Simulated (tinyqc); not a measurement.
Inside a calculation (part 2 of 2). Method: G0W0 on RHF in the sto-3g basis, for BeH2, spin multiplicity 1. Computed by tinyqc, a small Python program that keeps every step (integrals from PySCF). Command: `OMP_NUM_THREADS=1 python tinyqc.py 28098 28099 out.jsonl` (the two numbers bound the seeds that draw the settings). One thread of a shared host (Intel(R) Xeon(R) Processor @ 2.60GHz), about 0.1 s of CPU time with the checks.

Geometry (angstrom):
```
atom         x          y         z
Be    0.000000   0.000000  0.000000
H     0.000000   1.606000  0.179000
H     0.000000  -1.606000  0.179000
```

## Screening: direct RPA

orbital energies (hartree): MO1 -4.536744, MO2 -0.409622, MO3 -0.364450, MO4 0.205631, MO5 0.213516, MO6 0.348376, MO7 0.655903

Two-electron integrals over orbitals (pq|rs), unique and non-zero (hartree):
```
(11|11) 2.272046    (21|11) -0.185556   (21|21) 0.023433    (22|11) 0.453014
(22|21) -0.005575   (22|22) 0.370202    (31|31) 0.004919    (32|31) 0.010475
(32|32) 0.156841    (33|11) 0.412180    (33|21) -0.002265   (33|22) 0.380954
(33|33) 0.404093    (41|11) 0.057258    (41|21) -0.006848   (41|22) 0.003557
(41|33) 0.001944    (41|41) 0.016760    (42|11) -0.032166   (42|21) 0.001981
(42|22) 0.009619    (42|33) 0.013394    (42|41) 0.013333    (42|42) 0.048443
(43|31) -0.000243   (43|32) 0.020516    (43|43) 0.016196    (44|11) 0.562008
(44|21) -0.007416   (44|22) 0.348134    (44|33) 0.330738    (44|41) -0.006660
(44|42) -0.038131   (44|44) 0.452598    (51|51) 0.015740    (52|51) 0.014882
(52|52) 0.047110    (53|53) 0.012028    (54|51) -0.004670   (54|52) -0.012652
(54|54) 0.026681    (55|11) 0.569186    (55|21) -0.007135   (55|22) 0.350685
(55|33) 0.330387    (55|41) 0.001894    (55|42) -0.016041   (55|44) 0.398364
(55|55) 0.449859    (61|11) -0.184580   (61|21) 0.023892    (61|22) -0.005067
(61|33) -0.002370   (61|41) -0.003063   (61|42) 0.005393    (61|44) -0.008125
(61|55) -0.005501   (61|61) 0.025476    (62|11) 0.136853    (62|21) -0.005595
(62|22) -0.010702   (62|33) -0.038141   (62|41) 0.005347    (62|42) -0.007543
(62|44) 0.057373    (62|55) 0.068526    (62|61) -0.003774   (62|62) 0.082946
(63|31) -0.000212   (63|32) -0.089548   (63|43) -0.017394   (63|63) 0.084480
(64|11) 0.028476    (64|21) 0.000315    (64|22) 0.001456    (64|33) -0.007611
(64|41) 0.012792    (64|42) 0.032352    (64|44) 0.000556    (64|55) 0.012462
(64|61) 0.003989    (64|62) 0.030857    (64|64) 0.040936    (65|51) 0.015428
(65|52) 0.044631    (65|54) -0.007412   (65|65) 0.046486    (66|11) 0.463216
(66|21) -0.006339   (66|22) 0.374936    (66|33) 0.383068    (66|41) 0.010719
(66|42) 0.031176    (66|44) 0.341208    (66|55) 0.352213    (66|61) -0.003581
(66|62) -0.014481   (66|64) 0.017208    (66|66) 0.402846    (71|31) 0.009243
(71|32) 0.016920    (71|43) -0.000726   (71|63) 0.000395    (71|71) 0.017485
(72|31) 0.004632    (72|32) -0.038413   (72|43) -0.016287   (72|63) 0.061113
(72|71) 0.008445    (72|72) 0.057368    (73|11) 0.150997    (73|21) -0.003891
(73|22) 0.001140    (73|33) -0.018414   (73|41) 0.000217    (73|42) -0.022407
(73|44) 0.068956    (73|55) 0.071870    (73|61) -0.003622   (73|62) 0.076867
(73|64) 0.017404    (73|66) -0.017711   (73|73) 0.088382    (74|31) -0.003048
(74|32) -0.036187   (74|43) 0.008088    (74|63) 0.023047    (74|71) -0.005269
(74|72) 0.007207    (74|74) 0.025584    (75|53) 0.013104    (75|75) 0.016966
(76|31) 0.009044    (76|32) 0.133669    (76|43) 0.022021    (76|63) -0.085758
(76|71) 0.015021    (76|72) -0.045299   (76|74) -0.030112   (76|76) 0.126928
(77|11) 0.538552    (77|21) -0.007220   (77|22) 0.394181    (77|33) 0.409477
(77|41) 0.001808    (77|42) 0.002389    (77|44) 0.376188    (77|55) 0.374412
(77|61) -0.007028   (77|62) -0.015487   (77|64) -0.006354   (77|66) 0.402930
(77|73) 0.005948    (77|77) 0.446138
```

With D = e_a - e_i and K = (ia|jb): diagonalise D^(1/2) (D + 4K) D^(1/2) = Z w^2 Z^T; X + Y = D^(1/2) Z w^(-1/2), each column of Z with its largest component positive (the first on a tie); E_c = (sum w - tr (D + 2K)) / 2.

D^(1/2) (D + 4K) D^(1/2) (hartree^2):
```
           1>4        1>5        1>6        1>7        2>4       2>5        2>6        2>7
1>4  22.808051   0.000000  -0.058968   0.000000   0.091100  0.000000   0.040548   0.000000
1>5   0.000000  22.864049   0.000000   0.000000   0.000000  0.102420   0.000000   0.000000
1>6  -0.058968   0.000000  24.362219   0.000000   0.037399  0.000000  -0.029047   0.000000
1>7   0.000000   0.000000   0.000000  27.326754   0.000000  0.000000   0.000000   0.079456
2>4   0.091100   0.000000   0.037399   0.000000   0.497755  0.000000  -0.020604   0.000000
2>5   0.000000   0.102420   0.000000   0.000000   0.000000  0.505725   0.000000   0.000000
2>6   0.040548   0.000000  -0.029047   0.000000  -0.020604  0.000000   0.826053   0.000000
2>7   0.000000   0.000000   0.000000   0.079456   0.000000  0.000000   0.000000   1.379850
3>4   0.000000   0.000000   0.000000  -0.004996   0.000000  0.000000   0.000000  -0.050776
3>5   0.000000   0.000000   0.000000   0.000000   0.000000  0.000000   0.000000   0.000000
3>6   0.000000   0.000000   0.000000   0.003038   0.000000  0.000000   0.000000   0.213042
3>7   0.001909   0.000000  -0.032350   0.000000  -0.071015  0.000000   0.270400   0.000000

           3>4       3>5        3>6        3>7
1>4   0.000000  0.000000   0.000000   0.001909
1>5   0.000000  0.000000   0.000000   0.000000
1>6   0.000000  0.000000   0.000000  -0.032350
1>7  -0.004996  0.000000   0.003038   0.000000
2>4   0.000000  0.000000   0.000000  -0.071015
2>5   0.000000  0.000000   0.000000   0.000000
2>6   0.000000  0.000000   0.000000   0.270400
2>7  -0.050776  0.000000   0.213042   0.000000
3>4   0.361925  0.000000  -0.044353   0.000000
3>5   0.000000  0.361851   0.000000   0.000000
3>6  -0.044353  0.000000   0.749001   0.000000
3>7   0.000000  0.000000   0.000000   1.401845
```

excitation energies w (hartree): 0.596767  0.601541  0.701276  0.710814  0.828303  0.848006  1.203460  1.230513  4.775591  4.781686  4.936050  5.227523

X + Y:
```
            1         2          3          4          5          6          7          8
1>4  0.000000  0.000000  -0.010604   0.000000   0.000000  -0.004253   0.000000  -0.000917
1>5  0.000000  0.000000   0.000000  -0.011842   0.000000   0.000000   0.000000   0.000000
1>6  0.000000  0.000000  -0.003874   0.000000   0.000000   0.001419   0.000000   0.003778
1>7  0.000257  0.000000   0.000000   0.000000   0.001916   0.000000  -0.006179   0.000000
2>4  0.000000  0.000000   0.933785   0.000000   0.000000   0.025524   0.000000  -0.051061
2>5  0.000000  0.000000   0.000000   0.936288   0.000000   0.000000   0.000000   0.000000
2>6  0.000000  0.000000  -0.001476   0.000000   0.000000   0.879630   0.000000   0.287697
2>7  0.039110  0.000000   0.000000   0.000000  -0.338196   0.000000   0.897717   0.000000
3>4  0.972409  0.000000   0.000000   0.000000  -0.069193   0.000000  -0.038948   0.000000
3>5  0.000000  0.980209   0.000000   0.000000   0.000000   0.000000   0.000000   0.000000
3>6  0.105409  0.000000   0.000000   0.000000   0.882090   0.000000   0.226440   0.000000
3>7  0.000000  0.000000   0.094294   0.000000   0.000000  -0.400747   0.000000   0.844668

            9        10         11         12
1>4  0.995794  0.000000  -0.037060   0.000000
1>5  0.000000  0.996698   0.000000   0.000000
1>6  0.038237  0.000000   0.994113   0.000000
1>7  0.000000  0.000000   0.000000   0.996654
2>4  0.001487  0.000000   0.000504   0.000000
2>5  0.000000  0.001654   0.000000   0.000000
2>6  0.000713  0.000000  -0.000516   0.000000
2>7  0.000000  0.000000   0.000000   0.001383
3>4  0.000000  0.000000   0.000000  -0.000063
3>5  0.000000  0.000000   0.000000   0.000000
3>6  0.000000  0.000000   0.000000   0.000051
3>7  0.000019  0.000000  -0.000651   0.000000
```

RPA correlation energy = -0.04842192 hartree

## G0W0 on Hartree-Fock: HOMO

W(p,q,m) = sqrt2 sum_ia (pq|ia) (X+Y)_ia,m; Sigma_c(x) = sum_(i,m) W^2/(x - e_i + w_m) + sum_(a,m) W^2/(x - e_a - w_m); solve x = e_p + Sigma_c(x) by Newton steps; Z = 1/(1 - dSigma/dx); 1 hartree = 27.211386 eV.

The 12 largest terms at x = e_p (hartree; W for the signs of X + Y given):
```
q  m          W       term
2  5  -0.095297   0.010397
7  8   0.138449  -0.008516
6  7   0.105595  -0.005819
2  7  -0.078722   0.004963
6  5   0.077860  -0.003934
3  6  -0.036544   0.001575
3  8  -0.038497   0.001204
7  6   0.044714  -0.001070
4  7  -0.027134  -0.000415
3  3   0.015296   0.000334
4  1   0.018778  -0.000302
2  1   0.012745   0.000253
```

Newton steps (hartree):
```
step          x  Sigma_c(x)         Z
0     -0.364450   -0.001841  0.970388
1     -0.366237   -0.001786  0.970337
2     -0.366236   -0.001786  0.970337
```

quasiparticle energy of the HOMO = -9.965803 eV

Hartree-Fock value = -9.917197 eV

## G0W0 on Hartree-Fock: LUMO

As before.

The 12 largest terms at x = e_p (hartree; W for the signs of X + Y given):
```
q  m          W       term
4  8   0.108433  -0.009555
2  3   0.060771   0.002805
4  3  -0.041135  -0.002413
6  3   0.044766  -0.002374
4  6   0.030939  -0.001129
6  6   0.029622  -0.000886
6  8   0.031013  -0.000700
2  8  -0.033322   0.000602
7  5   0.024498  -0.000469
3  7  -0.027134   0.000415
5  4  -0.016674  -0.000387
3  1   0.018778   0.000302
```

Newton steps (hartree):
```
step         x  Sigma_c(x)         Z
0     0.205631   -0.013907  0.979333
1     0.192012   -0.013623  0.979751
2     0.192009   -0.013623  0.979751
```

quasiparticle energy of the LUMO = 5.224829 eV

Hartree-Fock value = 5.595516 eV
